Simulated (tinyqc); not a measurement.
# Ground and coupling capacitance from two measurements

Question. A line has Cg to the planes and Cc to each of two neighbours. Find Cg, Cc, the load when both neighbours switch in antiphase, and the pulse on the line when it floats and both neighbours swing by Vx.

Values chosen for this exercise: swing Vx = 1 V.

capacitance with neighbours driven alike and with neighbours grounded (aF/um): [68, 268]

Solution. Driven alike, Cc carries no charge, which leaves Cg; grounded neighbours give Cg + 2 Cc, antiphase Cg + 4 Cc; a floating line divides the swing as 2 Cc/(Cg + 2 Cc).

Cg = 68.0 aF/um
Cc = 100 aF/um
load in antiphase = 468 aF/um
pulse = 0.746 V

Numbers from tinyqc (`OMP_NUM_THREADS=1 python tinyqc.py 2790202 2790203 out.jsonl`; about 1 s on one thread of a shared Intel Xeon 2.30GHz).
